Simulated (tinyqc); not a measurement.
Bandgap voltage reference from two bipolar transistors: one step of the calculation.

Two transistors of area 1 and N carry the same current I. Is(T) = Is (T/T0)^eta exp[(Vg0 q/kB)(1/T0 - 1/T)], VBE1 = Vt ln(I/Is(T)) + I rb, VBE2 = Vt ln(I/(N Is(T))) + I rb/N. The amplifier forces I R1(T) = VBE1 - VBE2 + Vos, with R(T) = R (1 + tc (T - T0)) for both resistors, and the output is Vref = VBE1 + I R2(T). Base currents and the Early effect are neglected.

Problem. Operating point at another temperature. Vt = kB T/q; I = (Vt ln N + Vos)/(R1(T) - rb (1 - 1/N)).

Values chosen for this exercise; values of the order met in silicon bipolar transistors: reference temperature T0 = 298 K; band-gap voltage extrapolated to 0 K Vg0 = 1.161 V; temperature exponent of the saturation current eta = 3.6; saturation current of the unit transistor at T0 Is = 1.7e-18 A; area ratio of the second transistor N = 4; resistor across which the difference of VBE falls, at T0 R1 = 3.3 kohm; temperature coefficient of both resistors tc = 600 ppm/K; offset of the amplifier Vos = 0 mV; series resistance of the unit transistor rb = 0 ohm; output resistor at T0 R2 = 46.71 kohm; temperature T = 358 K.

Constants: q = 1.602176634e-19 C, kB = 1.380649e-23 J/K. Results are converted to the units shown.

Give: Vt; I; Is(T); VBE1; I R2; Vref.

Solution.

Vt = 0.030850 V
I = 12.509 uA
Is(T) = 6.4269e-15 A
VBE1 = 0.65986 V
I R2 = 0.60535 V
Vref = 1.2652 V

From T0 to T, VBE1 changes by -97.1 mV and I R2 by 101 mV, which leaves 4.31 mV in Vref.

tinyqc, about 0.03 s, one thread, Intel Xeon 2.30GHz (shared host): `OMP_NUM_THREADS=1 python tinyqc.py 2062186 2062187 out.jsonl`
